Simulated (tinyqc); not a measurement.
Pariser-Parr-Pople SCF with singles CI, for the molecule O=C1C=CC(=O)C(Cl)=C1 (SMILES; centres numbered as the heavy atoms are written), step by step. One step of it, computed by the program tinyqc.

Problem. Iteration 2: Fock matrix. F_rr = H_rr + P_rr gamma_rr / 2 + sum_(s != r) P_ss gamma_rs; F_rs = H_rs - P_rs gamma_rs / 2; E = tr P (H + F) / 2 + core repulsion sum_(r<s) z_r z_s gamma_rs.

P after iteration 1:
```
            1O         2C         3C         4C         5C         6O         7C        8Cl
1O    1.389400   0.254980  -0.010760   0.016785  -0.003987   0.044195  -0.146062   0.073322
2C    0.254980   1.192490   0.495882   0.069072  -0.070167  -0.054927   0.075079  -0.084289
3C   -0.010760   0.495882   0.932341   0.730496   0.111836  -0.345089  -0.045208  -0.001023
4C    0.016785   0.069072   0.730496   0.799770   0.439550  -0.040801  -0.024420   0.032471
5C   -0.003987  -0.070167   0.111836   0.439550   1.013936   0.809251   0.191284   0.015709
6O    0.044195  -0.054927  -0.345089  -0.040801   0.809251   1.093236   0.044988  -0.107991
7C   -0.146062   0.075079  -0.045208  -0.024420   0.191284   0.044988   0.799857   0.419890
8Cl   0.073322  -0.084289  -0.001023   0.032471   0.015709  -0.107991   0.419890   1.832060
9C   -0.073536   0.748928  -0.143614  -0.410259  -0.054387   0.257475   0.321404  -0.019586

            9C
1O   -0.073536
2C    0.748928
3C   -0.143614
4C   -0.410259
5C   -0.054387
6O    0.257475
7C    0.321404
8Cl  -0.019586
9C    0.946909
```

core matrix H (eV):
```
             1O          2C          3C          4C          5C          6O          7C         8Cl
1O   -55.753770   -2.510000    0.000000    0.000000    0.000000    0.000000    0.000000    0.000000
2C    -2.510000  -60.238221   -2.390000    0.000000    0.000000    0.000000    0.000000    0.000000
3C     0.000000   -2.390000  -57.149502   -2.390000    0.000000    0.000000    0.000000    0.000000
4C     0.000000    0.000000   -2.390000  -57.956022   -2.390000    0.000000    0.000000    0.000000
5C     0.000000    0.000000    0.000000   -2.390000  -63.494151   -2.510000   -2.390000    0.000000
6O     0.000000    0.000000    0.000000    0.000000   -2.510000  -59.599065    0.000000    0.000000
7C     0.000000    0.000000    0.000000    0.000000   -2.390000    0.000000  -66.210734   -1.590000
8Cl    0.000000    0.000000    0.000000    0.000000    0.000000    0.000000   -1.590000  -62.917999
9C     0.000000   -2.390000    0.000000    0.000000    0.000000    0.000000   -2.390000    0.000000

             9C
1O     0.000000
2C    -2.390000
3C     0.000000
4C     0.000000
5C     0.000000
6O     0.000000
7C    -2.390000
8Cl    0.000000
9C   -61.212787
```

repulsion gamma_rs (eV):
```
            1O         2C         3C         4C         5C         6O         7C        8Cl
1O   15.200000   8.105706   5.413835   3.728143   3.318196   2.535210   3.728563   2.905474
2C    8.105706  11.130000   7.554252   5.238667   4.668924   3.317476   5.239290   3.700128
3C    5.413835   7.554252  11.130000   7.551517   5.239290   3.727643   4.668262   3.297756
4C    3.728143   5.238667   7.551517  11.130000   7.555640   5.413169   5.239574   3.700439
5C    3.318196   4.668924   5.239290   7.555640  11.130000   8.102207   7.554252   5.327875
6O    2.535210   3.317476   3.727643   5.413169   8.102207  15.200000   5.412482   4.831368
7C    3.728563   5.239290   4.668262   5.239574   7.554252   5.412482  11.130000   7.826980
8Cl   2.905474   3.700128   3.297756   3.700439   5.327875   4.831368   7.826980  13.000000
9C    5.413169   7.553649   5.239191   4.668433   5.239893   3.728143   7.554351   5.327979

            9C
1O    5.413169
2C    7.553649
3C    5.239191
4C    4.668433
5C    5.239893
6O    3.728143
7C    7.554351
8Cl   5.327979
9C   11.130000
```

Centres (angstrom, eV; a flat drawing with bonds scaled to 1.40 angstrom):
```
centre          x          y  core charge z          W   gamma_rr
1O       2.939000  -0.411000              1  17.700000  15.200000
2C       1.576000  -0.092000              1  11.160000  11.130000
3C       1.171000   1.248000              1  11.160000  11.130000
4C      -0.193000   1.567000              1  11.160000  11.130000
5C      -1.150000   0.546000              1  11.160000  11.130000
6O      -2.514000   0.865000              1  17.700000  15.200000
7C      -0.745000  -0.794000              1  11.160000  11.130000
8Cl     -1.703000  -1.815000              2  26.000000  13.000000
9C       0.618000  -1.113000              1  11.160000  11.130000
```

Give: F; pi energy.

Solution.

F (eV):
```
          1O       2C       3C       4C       5C        6O       7C       8Cl
1O   -7.9320  -3.5434   0.0291  -0.0313   0.0066   -0.0560   0.2723   -0.1065
2C   -3.5434  -4.6241  -4.2630  -0.1809   0.1638    0.0911  -0.1967    0.1559
3C    0.0291  -4.2630  -5.2670  -5.1482  -0.2930    0.6432   0.1055    0.0017
4C   -0.0313  -0.1809  -5.1482  -6.0680  -4.0505    0.1104   0.0640   -0.0601
5C    0.0066   0.1638  -0.2930  -4.0505  -7.1234   -5.7884  -3.1125   -0.0418
6O   -0.0560   0.0911   0.6432   0.1104  -5.7884  -11.0814  -0.1217    0.2609
7C    0.2723  -0.1967   0.1055   0.0640  -3.1125   -0.1217  -6.7190   -3.2332
8Cl  -0.1065   0.1559   0.0017  -0.0601  -0.0418    0.2609  -3.2332  -14.5367
9C    0.1990  -5.2186   0.3762   0.9576   0.1425   -0.4800  -3.6040    0.0522

          9C
1O    0.1990
2C   -5.2186
3C    0.3762
4C    0.9576
5C    0.1425
6O   -0.4800
7C   -3.6040
8Cl   0.0522
9C   -5.6039
```

pi energy = -148.8602 eV
